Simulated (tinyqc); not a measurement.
Ion implantation: universal nuclear stopping, Lindhard-Scharff electronic stopping and a Gaussian range profile. Inputs raised by 5 %, one at a time. Computed by tinyqc, a small Python program. Command: `OMP_NUM_THREADS=1 python tinyqc.py 3026170 3026171 out.jsonl implant sens`. One thread of a shared host (Intel(R) Xeon(R) Processor @ 2.30GHz), about 0.6 s of CPU time with the checks.

An ion slows by elastic collisions with screened nuclei and by friction with electrons; channelling is ignored and the target is uniform.

Inputs (values chosen for the exercise, modelled on indium ions in diamond):

| quantity | value | unit |
|---|---|---|
| ion atomic number Z1 | 49 | - |
| ion mass M1 | 115 | u |
| target atomic number Z2 | 6 | - |
| target mass M2 | 12.01 | u |
| target density N | 176.3 | 1/nm^3 |
| ion energy E | 26 | keV |
| scale factor of electronic stopping k | 1.1 | - |
| dose Q | 2.2e+13 | 1/cm^2 |
| background C_B | 8.9e+16 | 1/cm^3 |
| displacement energy E_d | 40 | eV |

Method:
- Reduced energy eps = 32.53 M2 E/(Z1 Z2 (M1 + M2)(Z1^0.23 + Z2^0.23)), E in keV; s_n = ln(1 + 1.1383 eps)/(2 (eps + 0.01321 eps^0.21226 + 0.19593 eps^0.5)) for eps up to 30 and ln(eps)/(2 eps) above; S_n = 8.462 Z1 Z2 M1 s_n/((M1 + M2)(Z1^0.23 + Z2^0.23)) in 1e-15 eV cm^2.
- S_e = k 3.83 Z1^(7/6) Z2/(Z1^(2/3) + Z2^(2/3))^(3/2) sqrt(E/M1) in 1e-15 eV cm^2, E in keV.
- Path length R = int_0^E dE'/(N (S_n + S_e)); energy lost to nuclei nu = int_0^E S_n/(S_n + S_e) dE' (both with E' = E y^3 and 64 Gauss-Legendre points in y).
- Estimates of Lindhard type: R_p = R/(1 + M2/(3 M1)), straggle dR_p = (2/3) R_p sqrt(M1 M2)/(M1 + M2).
- C(x) = C_p exp(-(x - R_p)^2/(2 dR_p^2)) with C_p = Q/(sqrt(2 pi) dR_p), 1 nm = 1e-7 cm; the profile falls to the background at x_j = R_p + dR_p sqrt(2 ln(C_p/C_B)); the peak atomic fraction is C_p/N.
- Kinchin-Pease count with efficiency 0.8: N_d = 0.8 nu/(2 E_d), taking all of nu as damage energy (an upper estimate, as recoils also lose energy to electrons). Spread over a depth R_p + dR_p, displacements per atom = Q N_d/(N (R_p + dR_p)).

Runs:

| input moved | from | to | straggle dR_p (nm) | depth x_j where C falls to C_B (nm) | energy lost to nuclei nu (keV) | displacements per atom |
|---|---|---|---|---|---|---|
| base run | - | - | 2.4136 | 20.743 | 24.042 | 0.020289 |
| ion energy E (keV) | 26 | 27.3 | 2.4885 | 21.365 | 25.225 | 0.020647 |
| scale factor of electronic stopping k | 1.1 | 1.155 | 2.4046 | 20.668 | 23.952 | 0.020289 |
| dose Q (1/cm^2) | 2.2e+13 | 2.31e+13 | 2.4136 | 20.777 | 24.042 | 0.021304 |
| background C_B (1/cm^3) | 8.9e+16 | 9.345e+16 | 2.4136 | 20.709 | 24.042 | 0.020289 |
| target density N (1/nm^3) | 176.3 | 185.115 | 2.2987 | 19.788 | 24.042 | 0.020289 |
| ion atomic number Z1 | 49 | 51.45 | 2.3634 | 20.326 | 24.055 | 0.020732 |
| target mass M2 (u) | 12.01 | 12.6105 | 2.4319 | 20.652 | 24.057 | 0.020483 |

Exponents ln(y'/y) / ln(x'/x):

| input | straggle dR_p | depth x_j where C falls to C_B | energy lost to nuclei nu | displacements per atom |
|---|---|---|---|---|
| ion energy E | 0.626 | 0.605 | 0.984 | 0.358 |
| scale factor of electronic stopping k | -0.077 | -0.074 | -0.077 | 0.000 |
| dose Q | 0.000 | 0.033 | 0.000 | 1.000 |
| background C_B | 0.000 | -0.034 | 0.000 | 0.000 |
| target density N | -1.000 | -0.967 | 0.000 | 0.000 |
| ion atomic number Z1 | -0.431 | -0.416 | 0.012 | 0.442 |
| target mass M2 | 0.154 | -0.090 | 0.013 | 0.195 |

To which inputs is each result most sensitive?

Among the inputs moved here: straggle dR_p answers most in size to target density N (exponent -1.000), next to ion energy E (+0.626); its exponent is below 0.0005 for dose Q, background C_B. depth x_j where C falls to C_B answers most in size to target density N (exponent -0.967), next to ion energy E (+0.605). Energy lost to nuclei nu answers most in size to ion energy E (exponent +0.984), next to scale factor of electronic stopping k (-0.077); its exponent is below 0.0005 for dose Q, background C_B, target density N. displacements per atom answers most in size to dose Q (exponent +1.000), next to ion atomic number Z1 (+0.442); its exponent is below 0.0005 for scale factor of electronic stopping k, background C_B, target density N. Its exponent +1.000 in dose Q: cascades are counted independently.
